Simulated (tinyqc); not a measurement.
Material parameters from the melting point of the curve.

Problem. In a hemispherical model of a phase-change cell the resistance is rho/(2 pi r0), and melting starts where I^2 rho b^2/(32 pi^2 ka r0^2) = Tm - T0. Find rho and ka.

Inputs (values chosen for the exercise):
- T0 = 300 K (ambient temperature)
- Tm = 887 K (melting point)
- r0 = 17 nm (radius of the heater contact)

resistance = 0.56172333 kohm
melting current = 784.91691 uA
b = 1.4295623

Solution. The resistance gives rho, and the melting current then gives ka.

rho = 6.00 mohm cm
ka = 1.41 W/(m K)

Numbers from tinyqc (`OMP_NUM_THREADS=1 python tinyqc.py 2490115 2490116 out.jsonl`; about 0.01 s on one thread of a shared Intel Xeon 2.30GHz).
